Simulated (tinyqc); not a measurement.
Changing the cation polarisability alpha_+: rigid-ion and shell models of the dielectric response of an ionic crystal. Computed by tinyqc, a small Python program. Command: `OMP_NUM_THREADS=1 python tinyqc.py 3006618 3006619 out.jsonl shell sweep`. One thread of a shared host (Intel(R) Xeon(R) Processor @ 2.30GHz), about 0.01 s of CPU time with the checks.

Charges +Z and -Z; 8 nearest neighbours, Madelung constant M = 1.762675, volume per ion pair Omega = 1.539601 d^3. Energy per pair U = -M Z^2 e2/d + 8 A exp(-d/rho), e2 = e^2/(4 pi eps_0). In the shell model the anion is a core of charge Y - Z and a massless shell of charge -Y, joined by the spring k; the repulsion acts on the shell. Each ion feels the Lorentz field E + (4 pi/3) P (Gaussian units).

Inputs (values chosen for the exercise, for a model crystal):
```
quantity                      value           unit
nearest-neighbour distance d   3.29       angstrom
ionic charge Z                    1              e
hardness d/rho                 7.81              -
cation mass                    32.9              u
anion mass                    35.45              u
shell charge size Y            2.18              e
core-shell spring k            12.8  eV/angstrom^2
film thickness t                3.6             nm
```

Structure: caesium chloride.

Constants: e^2/(4 pi eps_0) = 14.39964548 eV angstrom; 1 eV/angstrom^3 = 160.2176634 GPa; nu for 1 eV/(angstrom^2 u) = 15.6333042 THz; 1 THz = 33.35640952 1/cm; eps_0 = 8.8541878128e-12 F/m; h x 1 THz = 4.135667696 meV.

Method:
- Zero pressure fixes 8 A exp(-d/rho) = M Z^2 e2 rho/d^2. Then U = -(M Z^2 e2/d)(1 - rho/d), B = M Z^2 e2 (d/rho - 2)/(9 Omega d), and the spring of one sublattice against the other is R = (1/3) x (Laplacian of the repulsion summed over neighbours) = M Z^2 e2 (d/rho - 2)/(3 d^3), so R = 3 B Omega/d^2.
- Eliminating the shell gives the anion polarisability alpha_- = Y^2 e2/(k + R), the Szigeti charge Z_S = Z - Y R/(k + R) and the softened spring R' = k R/(k + R). With b = 4 pi (alpha_+ + alpha_-)/(3 Omega): eps_inf = (1 + 2b)/(1 - b) (Clausius-Mossotti); Born charge Z* = Z_S (eps_inf + 2)/3.
- mu lambda_TO = R' - (4 pi e2/(3 Omega)) Z_S^2/(1 - b); mu lambda_LO = mu lambda_TO + 4 pi e2 Z*^2/(eps_inf Omega); eps_s = eps_inf lambda_LO/lambda_TO.
- lambda in eV/(angstrom^2 u) gives the wavenumber 15.6333042 x 33.35640952 x sqrt(lambda); mu is the reduced mass.
- Capacitance per area eps_0 eps_s/t; equivalent oxide thickness EOT = t x 3.9/eps_s; the surface optical mode against silicon (eps = 11.7) lies at omega_TO sqrt[(eps_s + 11.7)/(eps_inf + 11.7)], and its squared coupling to channel electrons scales as g = hbar omega_SO [1/(11.7 + eps_inf) - 1/(11.7 + eps_s)], with hbar omega = h c x wavenumber.

One run for each value; columns: (1) cation polarisability alpha_+ (angstrom^3); (2) eps_s; (3) eps_inf; (4) Born charge Z* (e); (5) omega_TO (1/cm); (6) remote-phonon coupling g (meV):
```
(1)      (2)    (3)    (4)    (5)     (6)
0.071  36.51  2.793  1.259  49.72  0.5425
0.120  38.45  2.822  1.266  48.65  0.5484
0.200  42.08  2.870  1.279  46.84  0.5583
0.330  49.61  2.950  1.300  43.64  0.5750
0.550  70.61  3.091  1.337  37.31  0.6052
```

What does the table show, and why?

Over the rows, eps_s rises from 36.5 to 70.6 (exponent d ln y / d ln x 0.099 between the first rows and 0.69 between the last); eps_inf rises from 2.79 to 3.09 (exponent d ln y / d ln x 0.020 between the first rows and 0.092 between the last); Born charge Z* (e) rises from 1.26 to 1.34 (exponent d ln y / d ln x 0.011 between the first rows and 0.055 between the last). A more polarisable cation strengthens the local field, which raises the Born charge and softens the TO mode at once; eps_s grows faster than eps_inf. Left out: 0.920, 1.50, 2.60, 4.30 (the TO mode of the shell model is soft to the point of instability).
